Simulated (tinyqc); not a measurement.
# Barrier and mass from two Fowler-Nordheim currents

Problem. Fowler-Nordheim tunnelling through a dielectric follows J = A F^2 exp(-B/F), A = q^2 me/(16 pi^2 hbar m1 phi1) (A/V^2 with phi1 in volts), B = (4/3) sqrt(m1/C) phi1^1.5 (V/nm), C = hbar^2/(2 m0). Find B, A, phi1 and m1.

Parameters, values chosen for the exercise:
```
symbol,value,unit,meaning
me,1,m0,emitter mass in the supply function
```

Constants: q = 1.602176634e-19 C, hbar = 1.054571817e-34 J s, m0 = 9.1093837015e-31 kg, hbar^2/(2 m0) = 0.0380998212 eV nm^2. Results are converted to the units shown.

J at F = 0.6 and 1.26 V/nm (A/cm^2): [8.8112217e-7, 63.831249]

Answer. The slope of ln(J/F^2) against 1/F is -B and the intercept gives A. A fixes the product m1 phi1, and B = (4/3) phi1 sqrt(m1 phi1/C) then gives phi1.

B = 19.03 V/nm
A = 1.458e-6 A/V^2
phi1 = 2.710 eV
m1 = 0.3900 m0

Program tinyqc, `OMP_NUM_THREADS=1 python tinyqc.py 2540155 2540156 out.jsonl`; Intel Xeon 2.30GHz, shared host, one thread, about 0.03 s.
